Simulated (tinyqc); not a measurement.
From results back to parameters: standing waves and exposure in a photoresist film. Two cases, with inputs chosen for the exercise.

Problem. Bleaching of a resist on an index-matched plate: T(0) = T12 exp(-(A + B) d), T(end) = T12 exp(-B d), T12 = 1 - ((n1 - 1)/(n1 + 1))^2, and the first slope dT/dD = T(0) C A T12 (1 - exp(-(A + B) d))/(A + B). Here d = dT and D is the dose; A, B and C are hidden.

Case 1.

Values chosen (out of a larger set: a resist on Si, indices near tabulated ones; not measured data): n1 = 1.708 (resist index); dT = 0.863 micrometre (resist thickness on an index-matched plate).

T(0) = 0.676980
T(end) = 0.877031
dT/dD = 0.0046129 cm^2/mJ

Case 2.

Values chosen (out of a larger set: a resist on Si, indices near tabulated ones; not measured data): n1 = 1.763 (resist index); dT = 0.468 micrometre (resist thickness on an index-matched plate).

T(0) = 0.773242
T(end) = 0.798993
dT/dD = 0.00030012 cm^2/mJ

Find: A; B; C.

Solution. A = ln(T(end)/T(0))/d, B = ln(T12/T(end))/d, and the slope then gives C.

Case 1.

A = 0.30 1/micrometre
B = 0.07 1/micrometre
C = 0.033 cm^2/mJ

Case 2.

A = 0.07 1/micrometre
B = 0.31 1/micrometre
C = 0.014 cm^2/mJ

Computed by tinyqc, one run a case: `OMP_NUM_THREADS=1 python tinyqc.py N N+1 out.jsonl` with N = 1681761, 1681788; one thread of a shared Intel(R) Xeon(R) Processor @ 2.30GHz, about 0.01 s a run at most.
